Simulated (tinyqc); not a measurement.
Modulation-doped quantum well, Poisson-Schroedinger loop with local exchange and correlation: one step of the calculation.

A well of width L centred at z = 0 between barriers Vb; effective-mass electrons, parabolic bands. The electrons come from donor sheets outside the mesh, a share fL of Ns on the left and the rest on the right, so the structure is neutral. Energies are counted from the band edge of the well, with U = 0 on the first node in the Hartree part.

Task. Density, output potential and mixing. n_i = sum_k N_k |psi_k|^2 (converted to cm^-3). Hartree part by Gauss: on the interval after node i the enclosed sheet charge is S_i = fL Ns - hz sum_(j<=i) n_j, and U_(i+1) = U_i + q S_i hz/(eps0 eps_r) in eV, U_1 = 0. Added to it: V_xc = -(2 Ry/(pi al rs)) [1 + 0.7734 (rs/21) ln(1 + 21/rs)] (Hedin-Lundqvist), al = (4/(9 pi))^(1/3), rs = (3/(4 pi n))^(1/3)/aB, aB = 4 pi eps0 eps_r hbar^2/(md m0 q^2), Ry = q/(8 pi eps0 eps_r aB) in eV. Mixing: U(new) = U + a (U(out) - U).

Inputs (values chosen for the exercise); material values close to those of GaAs in InGaP: in-plane mass md = 0.0671 m0; relative permittivity (all layers) eps_r = 12.7; sheet density of electrons Ns = 2.8e11 cm^-2; share of the donors on the left side fL = 1; mixing factor a = 0.7.

Constants: q = 1.602176634e-19 C, hbar = 1.054571817e-34 J s, m0 = 9.1093837015e-31 kg, eps0 = 8.8541878128e-14 F/cm where lengths are in cm. Results are converted to the units shown.

| node | z (nm) | self-consistent potential U at the start (eV) | \|psi\|^2 of E1 (1/nm) | \|psi\|^2 of E2 (1/nm) |
|---|---|---|---|---|
| 1 | -16.5 | 0 | 0.000009732 | 0.000051745 |
| 2 | -14.3 | 0 | 0.000127387 | 0.000585709 |
| 3 | -12.1 | 0 | 0.001422456 | 0.005510054 |
| 4 | -9.9 | 0 | 0.012982681 | 0.042482239 |
| 5 | -7.7 | 0 | 0.029484803 | 0.071096901 |
| 6 | -5.5 | 0 | 0.047780166 | 0.067593621 |
| 7 | -3.3 | 0 | 0.063299316 | 0.035280627 |
| 8 | -1.1 | 0 | 0.072166187 | 0.004671832 |
| 9 | 1.1 | 0 | 0.072166187 | 0.004671832 |
| 10 | 3.3 | 0 | 0.063299316 | 0.035280627 |
| 11 | 5.5 | 0 | 0.047780166 | 0.067593621 |
| 12 | 7.7 | 0 | 0.029484803 | 0.071096901 |
| 13 | 9.9 | 0 | 0.012982681 | 0.042482239 |
| 14 | 12.1 | 0 | 0.001422456 | 0.005510054 |
| 15 | 14.3 | 0 | 0.000127387 | 0.000585709 |
| 16 | 16.5 | 0 | 0.000009732 | 0.000051745 |

N_k (cm^-2): E1 1.9285658e11, E2 8.7143419e10

Wanted: n; U(out); U after round 1.

Result.

| node | n (1e17 cm^-3) | U(out) (eV) | U after round 1 (eV) |
|---|---|---|---|
| 1 | 0.0006 | -0.000664 | -0.000465 |
| 2 | 0.0076 | 0.007401 | 0.005180 |
| 3 | 0.0754 | 0.014839 | 0.010388 |
| 4 | 0.6206 | 0.021167 | 0.014817 |
| 5 | 1.1882 | 0.028337 | 0.019836 |
| 6 | 1.5105 | 0.035333 | 0.024733 |
| 7 | 1.5282 | 0.041739 | 0.029217 |
| 8 | 1.4325 | 0.047248 | 0.033073 |
| 9 | 1.4325 | 0.051636 | 0.036145 |
| 10 | 1.5282 | 0.054904 | 0.038433 |
| 11 | 1.5105 | 0.057275 | 0.040092 |
| 12 | 1.1882 | 0.059056 | 0.041340 |
| 13 | 0.6206 | 0.060662 | 0.042464 |
| 14 | 0.0754 | 0.063112 | 0.044179 |
| 15 | 0.0076 | 0.064450 | 0.045115 |
| 16 | 0.0006 | 0.065162 | 0.045613 |

Computed by the program tinyqc: `OMP_NUM_THREADS=1 python tinyqc.py 2140137 2140138 out.jsonl`, one thread of a shared Intel Xeon 2.30GHz, about 0.2 s for the whole run.
